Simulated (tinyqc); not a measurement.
Inside a calculation. Model: reset of a mushroom phase-change cell, hemispherical electro-thermal model.

Computed by the program tinyqc: `OMP_NUM_THREADS=1 python tinyqc.py 2490039 2490040 out.jsonl`, one thread of a shared Intel Xeon 2.30GHz, about 0.01 s for the whole run. Printed values are rounded.

Current spreads from a hemispherical contact of radius r0 into a large dome with constant rho and ka: j = I/(2 pi r^2). With s = r0/r the steady rise is T - T0 = c (b s - s^2), c = I^2 rho/(8 pi^2 ka r0^2). The heat lost through the heater, (T(r0) - T0)/Rh, fixes b = (2 + g)/(1 + g), g = 1/(2 pi ka r0 Rh).

Parameters, values chosen for the exercise; values of the order of Ge-Sb-Te and related chalcogenides: ambient temperature T0 = 300 K; melting point Tm = 876 K; radius of the heater contact r0 = 37 nm; resistivity of the hot chalcogenide rho = 2.9 mohm cm; its thermal conductivity ka = 0.99 W/(m K); thermal resistance of the path through the heater Rh = 10 K/uW; reset current I = 2000 uA.

Range of the model: Constant properties, no latent heat, thermoelectric terms, boundary resistance or heating in the heater itself.

## Constants and melting current

The peak lies at s = b/2 with the rise c b^2/4; melting starts at the current where that equals Tm - T0, and the molten shell spans the roots of s^2 - b s + (Tm - T0)/c = 0 (s at most 1). Electrical resistance rho/(2 pi r0).

g = 0.4344934
b = 1.697110
resistance = 0.1247431 kohm
radius of the peak = 43.60353 nm
melting current = 1718.092 uA
power at that current = 368.2215 uW

## Temperature profile and molten shell

| point | r (nm) |
|---|---|
| 0 | 37 |
| 1 | 42.5 |
| 2 | 50 |
| 3 | 59.2 |
| 4 | 74 |
| 5 | 96.2 |
| 6 | 129.5 |
| 7 | 185 |

As before.

c = 1084.001 K

| point | T (K) |
|---|---|
| 0 | 1055.668 |
| 1 | 1080.004 |
| 2 | 1067.756 |
| 3 | 1026.355 |
| 4 | 948.8342 |
| 5 | 847.2098 |
| 6 | 737.1298 |
| 7 | 624.5737 |

peak T = 1080.530 K
inner radius of the melt = 37 nm
outer radius of the melt = 89.33292 nm

The melt reaches the contact. In this hemispherical model any closed shell already blocks the current after the quench.
